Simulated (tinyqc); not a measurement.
What each parameter does: inversion layer as a triangular well, valleys of the Ge type.

Four ellipsoidal valleys (eight halves) with their long axes along <111>, mass ml along the axis and mt across it. For a valley whose axis makes the angle theta with the surface normal, 1/m_z = cos^2(theta)/ml + sin^2(theta)/mt sets the confinement; in the plane the masses are m_1 = mt and m_2 = ml mt/m_z, and m_d = sqrt(m_1 m_2). The Gamma and Delta valleys are left out; the heavy Delta valleys, about 0.18 eV up, can lie lowest under strong confinement.

The field is taken as constant, e F = 4 pi (e^2/4 pi eps0)(Nd + eta Ns)/eps, with 1e12/cm^2 = 1e-4/angstrom^2, and the oxide as a hard wall at z = 0; c = hbar^2/2m0.

Level j of a valley lies at E_j = a_j (c (e F)^2/m_z)^(1/3) above the band edge at the surface, with the Airy zeros a_j = 2.338107, 4.087949, 5.520560, 6.786708, 7.944134, 9.022651, 10.040174, 11.008524, 11.936016, 12.828777, and has <z> = 2 E_j/(3 e F).

Subband i holds n_i = g m_d/(2 pi c) kB T ln(1 + exp((EF - E_i)/kB T)) (spin included), and EF is fixed by sum n_i = Ns over the levels listed or, where none are listed, over j = 0 to 9 of each group; 1e12/cm^2 = 1e-4/angstrom^2.

Constants: hbar^2/2m0 = 3.80998211 eV angstrom^2; e^2/(4 pi eps0) = 14.39964547 eV angstrom; kB = 8.617333262e-05 eV/K.

Inputs chosen for the exercise (near those of Ge; shifted at random, so the results belong to these values and not to a real crystal): ml = 1.617 m0 (longitudinal mass); mt = 0.083 m0 (transverse mass); eps = 15.7 (dielectric constant); Nd = 0.82 x 1e12/cm^2 (depletion charge); eta = 0.75 (share of Ns in the effective field); face = 111 (surface); Ns = 5.5 x 1e12/cm^2 (electron sheet density); T = 150 K (temperature).

Field, ladders and EF anew.

One parameter was then changed.

Results before and after:

| case | lowest E (eV) | EF (eV) | share of lowest (%) | <z> (angstrom) |
|---|---|---|---|---|
| base | 0.0993 | 0.2120 | 71.0 | 14.52 |
| changed | 0.0993 | 0.2198 | 68.7 | 14.77 |

Which of these changes was made? (a) Ns = 11 x 1e12/cm^2; (b) mt = 0.075 m0; (c) Nd = 1.64 x 1e12/cm^2; (d) ml = 1.779 m0; (e) T = 210 K; (f) eps = 14.1.

Answer: (b) mt = 0.075 m0. Of the candidates, run in turn, only this one gives the changed row.

All candidates:

| case | lowest E (eV) | EF (eV) | share of lowest (%) | <z> (angstrom) |
|---|---|---|---|---|
| base | 0.0993 | 0.2120 | 71.0 | 14.52 |
| Ns = 11 x 1e12/cm^2 | 0.1487 | 0.3523 | 64.2 | 12.50 |
| Nd = 1.64 x 1e12/cm^2 | 0.1100 | 0.2285 | 74.7 | 13.29 |
| T = 210 K | 0.0993 | 0.2060 | 67.3 | 15.42 |
| ml = 1.779 m0 | 0.0962 | 0.2080 | 70.5 | 14.10 |
| mt = 0.075 m0 | 0.0993 | 0.2198 | 68.7 | 14.77 |
| eps = 14.1 | 0.1066 | 0.2235 | 73.7 | 13.63 |

Program tinyqc; command `OMP_NUM_THREADS=1 python tinyqc.py 1250519 1250520 out.jsonl`; about 0.03 s on one thread of a shared Intel(R) Xeon(R) Processor @ 2.30GHz.
